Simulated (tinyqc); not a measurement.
Worked calculation: ROHF in the 3-21g basis, for H2-, spin multiplicity 2. The basis has no diffuse functions, so it cannot describe the extra electron: this is an exercise in the method, not the real anion. Computed by tinyqc, a small Python program that keeps every step (integrals from PySCF). Settings: charge = -1, multiplicity = 2, basis = 3-21g, energy threshold = 1e-08, iteration cap = 64, orthogonalisation = symmetric, start = atomic densities, DIIS depth = 8, DIIS from iteration = 2, method = ROHF. Command: `OMP_NUM_THREADS=1 python tinyqc.py 26304 26305 out.jsonl` (the two numbers bound the seeds that draw the settings). One thread of a shared host (Intel(R) Xeon(R) Processor @ 2.60GHz), about 0.05 s of CPU time with the checks. Later iterations appear only in the table of the cycle.

## One-electron integrals

Geometry (angstrom):

| atom | x | y | z |
|---|---|---|---|
| H | 0.00000 | 0.00000 | 0.00000 |
| H | 0.00000 | 0.00000 | 1.10200 |

Basis 3-21g: exponents (1/bohr^2) and contraction coefficients of normalised primitives:

| element | l (shell) | exponent | coefficient |
|---|---|---|---|
| H | s (1) | 5.44718 | 0.15628 |
| H | s (1) | 0.82455 | 0.90469 |
| H | s (2) | 0.18319 | 1.00000 |

Overlap, kinetic and nuclear-attraction integrals over the contracted functions; the nuclear repulsion is the sum of Za Zb / Rab.

nuclear repulsion = 0.4801971 hartree

overlap S, lower triangle:
```
         1H 1s    1H 2s    2H 1s    2H 2s
1H 1s  1.00000
1H 2s  0.64590  1.00000
2H 1s  0.14397  0.33525  1.00000
2H 2s  0.33525  0.67218  0.64590  1.00000
```

kinetic energy T (hartree), lower triangle:
```
          1H 1s    1H 2s    2H 1s    2H 2s
1H 1s   1.54940
1H 2s   0.29315  0.27479
2H 1s  -0.04870  0.08549  1.54940
2H 2s   0.08549  0.13579  0.29315  0.27479
```

nuclear attraction V (hartree), lower triangle:
```
          1H 1s     1H 2s     2H 1s     2H 2s
1H 1s  -2.20105
1H 2s  -1.09191  -1.12736
2H 1s  -0.26866  -0.57879  -2.20105
2H 2s  -0.57879  -0.80985  -1.09191  -1.12736
```

core Hamiltonian H = T + V (hartree), lower triangle:
```
          1H 1s     1H 2s     2H 1s     2H 2s
1H 1s  -0.65165
1H 2s  -0.79875  -0.85257
2H 1s  -0.31737  -0.49330  -0.65165
2H 2s  -0.49330  -0.67405  -0.79875  -0.85257
```

## Two-electron integrals

Functions are numbered as in S; the eight-fold symmetry (ij|kl) = (ji|kl) = (kl|ij) leaves the list below.

Two-electron integrals (ij|kl) in chemists' order, unique and non-zero (hartree):
```
(11|11) 1.14014   (21|11) 0.61140   (21|21) 0.34515   (22|11) 0.62637
(22|21) 0.38033   (22|22) 0.48296   (31|11) 0.11659   (31|21) 0.06851
(31|22) 0.08027   (31|31) 0.02125   (32|11) 0.18582   (32|21) 0.11596
(32|22) 0.15491   (32|31) 0.03974   (32|32) 0.09238   (33|11) 0.47769
(33|21) 0.30505   (33|22) 0.43100   (33|31) 0.11659   (33|32) 0.30714
(33|33) 1.14014   (41|11) 0.30714   (41|21) 0.17468   (41|22) 0.19489
(41|31) 0.03974   (41|32) 0.06899   (41|33) 0.18582   (41|41) 0.09238
(42|11) 0.37841   (42|21) 0.23252   (42|22) 0.30437   (42|31) 0.05981
(42|32) 0.12715   (42|33) 0.37841   (42|41) 0.12715   (42|42) 0.21821
(43|11) 0.30505   (43|21) 0.19361   (43|22) 0.27149   (43|31) 0.06851
(43|32) 0.17468   (43|33) 0.61140   (43|41) 0.11596   (43|42) 0.23252
(43|43) 0.34515   (44|11) 0.43100   (44|21) 0.27149   (44|22) 0.38056
(44|31) 0.08027   (44|32) 0.19489   (44|33) 0.62637   (44|41) 0.15491
(44|42) 0.30437   (44|43) 0.38033   (44|44) 0.48296
```

## Orthogonalisation

S = U s U^T; symmetric (Loewdin) form X = U s^(-1/2) U^T, so that X^T S X = 1.

eigenvalues of S: 0.18418  0.39201  0.99966  2.42415

X, lower triangle:
```
          1H 1s     1H 2s     2H 1s    2H 2s
1H 1s   1.23913
1H 2s  -0.48384   1.54575
2H 1s   0.00470   0.02279   1.23913
2H 2s   0.02279  -0.55012  -0.48384  1.54575
```

## Starting guess

The start is atomic minimal-basis densities projected into this basis (PySCF's MINAO start) and scaled to the electron count of each spin; this density is not idempotent, so its energy is not variational and may lie below the converged one.

D(alpha) at the start, lower triangle:
```
          1H 1s    1H 2s    2H 1s    2H 2s
1H 1s   0.20488
1H 2s   0.28711  0.40409
2H 1s  -0.01176  0.00244  0.20488
2H 2s   0.00244  0.03005  0.28711  0.40409
```

D(beta) at the start, lower triangle:
```
          1H 1s    1H 2s    2H 1s    2H 2s
1H 1s   0.10244
1H 2s   0.14355  0.20205
2H 1s  -0.00588  0.00122  0.10244
2H 2s   0.00122  0.01503  0.14355  0.20205
```

## Iteration 1: building the Fock matrix

J_ij = sum D_kl (ij|kl) with D = D(alpha) + D(beta), K_ij = sum D_kl (ik|jl) for each spin; F = H + J - K(s); E = tr D H + tr D J / 2 - 0.5 sum_s tr D(s) K(s) + E_nn.

Coulomb J (hartree), lower triangle:
```
         1H 1s    1H 2s    2H 1s    2H 2s
1H 1s  1.96108
1H 2s  1.16146  1.43696
2H 1s  0.29221  0.62509  1.96108
2H 2s  0.62509  1.02154  1.16146  1.43696
```

exchange K(alpha) (hartree), lower triangle:
```
         1H 1s    1H 2s    2H 1s    2H 2s
1H 1s  0.79824
1H 2s  0.66607  0.68184
2H 1s  0.29123  0.45848  0.79824
2H 2s  0.45848  0.57984  0.66607  0.68184
```

exchange K(beta) (hartree), lower triangle:
```
         1H 1s    1H 2s    2H 1s    2H 2s
1H 1s  0.39912
1H 2s  0.33303  0.34092
2H 1s  0.14562  0.22924  0.39912
2H 2s  0.22924  0.28992  0.33303  0.34092
```

F(alpha) (hartree), lower triangle:
```
          1H 1s     1H 2s     2H 1s     2H 2s
1H 1s   0.51119
1H 2s  -0.30336  -0.09745
2H 1s  -0.31639  -0.32668   0.51119
2H 2s  -0.32668  -0.23235  -0.30336  -0.09745
```

F(beta) (hartree), lower triangle:
```
          1H 1s     1H 2s    2H 1s    2H 2s
1H 1s   0.91031
1H 2s   0.02967   0.24347
2H 1s  -0.17077  -0.09744  0.91031
2H 2s  -0.09744   0.05757  0.02967  0.24347
```

total energy of this density = -0.9143266 hartree

This density is the starting one; it is not idempotent, so its energy is not variational and may lie below the converged one.

## Iteration 1: Roothaan effective Fock matrix

With projectors Pc = D(beta) S, Po = (D(alpha) - D(beta)) S, Pv = 1 - D(alpha) S, the block xy is Px^T F Py; with Fc = (F(alpha) + F(beta))/2, the blocks are Fc for cc, oo, vv and cv, F(beta) for co and F(alpha) for ov.

effective F (hartree), lower triangle:
```
          1H 1s    1H 2s    2H 1s    2H 2s
1H 1s   0.87511
1H 2s   0.11308  0.43910
2H 1s  -0.06039  0.04495  0.87511
2H 2s   0.04495  0.28053  0.11308  0.43910
```

## Iteration 1: diagonalisation and new density

Diagonalise F' = X^T F X, C = X C', fill 2 alpha and 1 beta electrons from the bottom; D(s) = C_occ C_occ^T. Each column has its largest component positive (the first on a tie).

F' = X^T F X (hartree), lower triangle:
```
          1         2         3        4
1   1.30659
2  -0.56396   0.76670
3  -0.07441  -0.00429   1.30659
4  -0.00429  -0.02525  -0.56396  0.76670
```

orbital energies (hartree): MO1 0.36785, MO2 0.45404, MO3 1.60577, MO4 1.71890

coefficients C:
```
           MO1       MO2       MO3       MO4
1H 1s  0.21076   0.14448   0.91401  -0.93240
1H 2s  0.40917   1.08353  -0.65916   1.07268
2H 1s  0.21076  -0.14448   0.91401   0.93240
2H 2s  0.40917  -1.08353  -0.65916  -1.07268
```

D(alpha) after iteration 1, lower triangle:
```
          1H 1s     1H 2s    2H 1s    2H 2s
1H 1s   0.06529
1H 2s   0.24278   1.34146
2H 1s   0.02355  -0.07031  0.06529
2H 2s  -0.07031  -1.00661  0.24278  1.34146
```

D(beta) after iteration 1, lower triangle:
```
         1H 1s    1H 2s    2H 1s    2H 2s
1H 1s  0.04442
1H 2s  0.08624  0.16742
2H 1s  0.04442  0.08624  0.04442
2H 2s  0.08624  0.16742  0.08624  0.16742
```

## Iteration 2: building the Fock matrix

As before.

Coulomb J (hartree), lower triangle:
```
         1H 1s    1H 2s    2H 1s    2H 2s
1H 1s  1.77244
1H 2s  1.06690  1.35910
2H 1s  0.26302  0.57027  1.77244
2H 2s  0.57027  0.95754  1.06690  1.35910
```

exchange K(alpha) (hartree), lower triangle:
```
         1H 1s    1H 2s    2H 1s    2H 2s
1H 1s  0.57994
1H 2s  0.51348  0.55380
2H 1s  0.14875  0.27840  0.57994
2H 2s  0.27840  0.39432  0.51348  0.55380
```

exchange K(beta) (hartree), lower triangle:
```
         1H 1s    1H 2s    2H 1s    2H 2s
1H 1s  0.37078
1H 2s  0.35625  0.40339
2H 1s  0.21865  0.29522  0.37078
2H 2s  0.29522  0.37182  0.35625  0.40339
```

F(alpha) (hartree), lower triangle:
```
          1H 1s     1H 2s     2H 1s     2H 2s
1H 1s   0.54085
1H 2s  -0.24534  -0.04727
2H 1s  -0.20310  -0.20143   0.54085
2H 2s  -0.20143  -0.11083  -0.24534  -0.04727
```

F(beta) (hartree), lower triangle:
```
          1H 1s     1H 2s     2H 1s    2H 2s
1H 1s   0.75000
1H 2s  -0.08810   0.10313
2H 1s  -0.27299  -0.21824   0.75000
2H 2s  -0.21824  -0.08833  -0.08810  0.10313
```

total energy of this density = -0.9162509 hartree

## Iteration 2: Roothaan effective Fock matrix

As before.

effective F (hartree), lower triangle:
```
          1H 1s     1H 2s     2H 1s    2H 2s
1H 1s   0.62925
1H 2s  -0.17267   0.02981
2H 1s  -0.22187  -0.20388   0.62925
2H 2s  -0.20388  -0.10146  -0.17267  0.02981
```

## Iteration 2: diagonalisation and new density

As before.

F' = X^T F X (hartree), lower triangle:
```
          1         2         3        4
1   1.16925
2  -0.66500   0.54502
3  -0.12234  -0.08209   1.16925
4  -0.08209  -0.18376  -0.66500  0.54502
```

orbital energies (hartree): MO1 -0.11790, MO2 0.36290, MO3 1.52607, MO4 1.65746

coefficients C:
```
           MO1       MO2       MO3       MO4
1H 1s  0.20042   0.16061   0.91633  -0.92975
1H 2s  0.41660   1.06478  -0.65449   1.09129
2H 1s  0.20042  -0.16061   0.91633   0.92975
2H 2s  0.41660  -1.06478  -0.65449  -1.09129
```

D(alpha) after iteration 2, lower triangle:
```
          1H 1s     1H 2s    2H 1s    2H 2s
1H 1s   0.06596
1H 2s   0.25451   1.30731
2H 1s   0.01437  -0.08752  0.06596
2H 2s  -0.08752  -0.96020  0.25451  1.30731
```

D(beta) after iteration 2, lower triangle:
```
         1H 1s    1H 2s    2H 1s    2H 2s
1H 1s  0.04017
1H 2s  0.08349  0.17355
2H 1s  0.04017  0.08349  0.04017
2H 2s  0.08349  0.17355  0.08349  0.17355
```

## Iteration 3: building the Fock matrix

As before.

Coulomb J (hartree), lower triangle:
```
         1H 1s    1H 2s    2H 1s    2H 2s
1H 1s  1.77043
1H 2s  1.06602  1.35869
2H 1s  0.26269  0.56978  1.77043
2H 2s  0.56978  0.95730  1.06602  1.35869
```

exchange K(alpha) (hartree), lower triangle:
```
         1H 1s    1H 2s    2H 1s    2H 2s
1H 1s  0.58219
1H 2s  0.51410  0.55483
2H 1s  0.14269  0.27617  0.58219
2H 2s  0.27617  0.39545  0.51410  0.55483
```

exchange K(beta) (hartree), lower triangle:
```
         1H 1s    1H 2s    2H 1s    2H 2s
1H 1s  0.36404
1H 2s  0.35305  0.40366
2H 1s  0.21528  0.29278  0.36404
2H 2s  0.29278  0.37209  0.35305  0.40366
```

F(alpha) (hartree), lower triangle:
```
          1H 1s     1H 2s     2H 1s     2H 2s
1H 1s   0.53659
1H 2s  -0.24682  -0.04872
2H 1s  -0.19737  -0.19969   0.53659
2H 2s  -0.19969  -0.11220  -0.24682  -0.04872
```

F(beta) (hartree), lower triangle:
```
          1H 1s     1H 2s     2H 1s    2H 2s
1H 1s   0.75474
1H 2s  -0.08578   0.10245
2H 1s  -0.26995  -0.21630   0.75474
2H 2s  -0.21630  -0.08884  -0.08578  0.10245
```

total energy of this density = -0.9172364 hartree

## Iteration 3: Roothaan effective Fock matrix

As before.

effective F (hartree), lower triangle:
```
          1H 1s     1H 2s     2H 1s    2H 2s
1H 1s   0.62871
1H 2s  -0.17225   0.02905
2H 1s  -0.21670  -0.20205   0.62871
2H 2s  -0.20205  -0.10270  -0.17225  0.02905
```

## Iteration 3: DIIS over 2 matrices

error matrix X^T (FDS - SDF) X:
```
          1        2         3        4
1   0.00000  0.00136   0.00000  0.00648
2  -0.00136  0.00000  -0.00648  0.00000
3   0.00000  0.00648   0.00000  0.00136
4  -0.00648  0.00000  -0.00136  0.00000
```

B (overlaps of the stored error matrices):
```
               1              2
1  3.7656231e-03  8.1177177e-04
2  8.1177177e-04  1.7522204e-04
```

Minimise |sum c_i e_i|^2 with sum c_i = 1: solve [B -1; -1 0][c; lambda] = [0; -1] with B_ij = tr e_i^T e_j, and take F = sum c_i F_i.

DIIS coefficients: -0.27469  1.27469

extrapolated F (hartree), lower triangle:
```
          1H 1s     1H 2s     2H 1s    2H 2s
1H 1s   0.62856
1H 2s  -0.17213   0.02884
2H 1s  -0.21528  -0.20155   0.62856
2H 2s  -0.20155  -0.10304  -0.17213  0.02884
```

## Iteration 3: diagonalisation and new density

As before.

F' = X^T F X (hartree), lower triangle:
```
          1         2         3        4
1   1.16755
2  -0.66462   0.54539
3  -0.11535  -0.08051   1.16755
4  -0.08051  -0.18803  -0.66462  0.54539
```

orbital energies (hartree): MO1 -0.11737, MO2 0.36266, MO3 1.52692, MO4 1.65366

coefficients C:
```
           MO1       MO2       MO3       MO4
1H 1s  0.19764   0.16531   0.91694  -0.92893
1H 2s  0.41858   1.05925  -0.65323   1.09666
2H 1s  0.19764  -0.16531   0.91694   0.92893
2H 2s  0.41858  -1.05925  -0.65323  -1.09666
```

D(alpha) after iteration 3, lower triangle:
```
          1H 1s     1H 2s    2H 1s    2H 2s
1H 1s   0.06639
1H 2s   0.25783   1.29721
2H 1s   0.01173  -0.09238  0.06639
2H 2s  -0.09238  -0.94679  0.25783  1.29721
```

D(beta) after iteration 3, lower triangle:
```
         1H 1s    1H 2s    2H 1s    2H 2s
1H 1s  0.03906
1H 2s  0.08273  0.17521
2H 1s  0.03906  0.08273  0.03906
2H 2s  0.08273  0.17521  0.08273  0.17521
```

## Iteration 5 (converged): orbitals

converged F (hartree), lower triangle:
```
          1H 1s     1H 2s     2H 1s    2H 2s
1H 1s   0.62862
1H 2s  -0.17206   0.02894
2H 1s  -0.21522  -0.20151   0.62862
2H 2s  -0.20151  -0.10298  -0.17206  0.02894
```

As before.

F' = X^T F X (hartree), lower triangle:
```
          1         2         3        4
1   1.16759
2  -0.66460   0.54550
3  -0.11530  -0.08051   1.16759
4  -0.08051  -0.18806  -0.66460  0.54550
```

orbital energies (hartree): MO1 -0.11727, MO2 0.36278, MO3 1.52700, MO4 1.65367

coefficients C:
```
           MO1       MO2       MO3       MO4
1H 1s  0.19763   0.16535   0.91694  -0.92892
1H 2s  0.41859   1.05920  -0.65322   1.09671
2H 1s  0.19763  -0.16535   0.91694   0.92892
2H 2s  0.41859  -1.05920  -0.65322  -1.09671
```

D(alpha) after iteration 5, lower triangle:
```
          1H 1s     1H 2s    2H 1s    2H 2s
1H 1s   0.06640
1H 2s   0.25787   1.29711
2H 1s   0.01172  -0.09242  0.06640
2H 2s  -0.09242  -0.94669  0.25787  1.29711
```

D(beta) after iteration 5, lower triangle:
```
         1H 1s    1H 2s    2H 1s    2H 2s
1H 1s  0.03906
1H 2s  0.08272  0.17521
2H 1s  0.03906  0.08272  0.03906
2H 2s  0.08272  0.17521  0.08272  0.17521
```

## Convergence

Stop when the energy changes by less than 1e-08 hartree and every element of the error matrix X^T (F D S - S D F) X is below 3e-05.

Course of the cycle:

| iteration | E (hartree) | change | largest element of the error matrix |
|---|---|---|---|
| 1 | -0.9143266 | - | 2.20e-01 |
| 2 | -0.9162509 | -1.92e-03 | 2.98e-02 |
| 3 | -0.9172364 | -9.85e-04 | 6.48e-03 |
| 4 | -0.9172864 | -5.00e-05 | 3.00e-05 |
| 5 | -0.9172864 | -2.10e-09 | 6.64e-07 |

PySCF ROHF in the same basis = -0.9172864 hartree

Converged in 5 iterations.

## Populations, bond orders and dipole

Mulliken: Z minus the diagonal of D S on the atom; Loewdin: the same with S^(1/2) D S^(1/2); Mayer order: 2 sum_s sum (D(s) S)_ij (D(s) S)_ji over the two atoms.

Charges (e):

| atom | Mulliken | Loewdin | Mulliken spin |
|---|---|---|---|
| 1H | -0.50000 | -0.50000 | 0.50000 |
| 2H | -0.50000 | -0.50000 | 0.50000 |

Mayer bond orders:

| pair | order |
|---|---|
| 2-1 | 0.40650 |

dipole moment about the origin, x y z (debye): 0.00000  0.00000  -2.64657
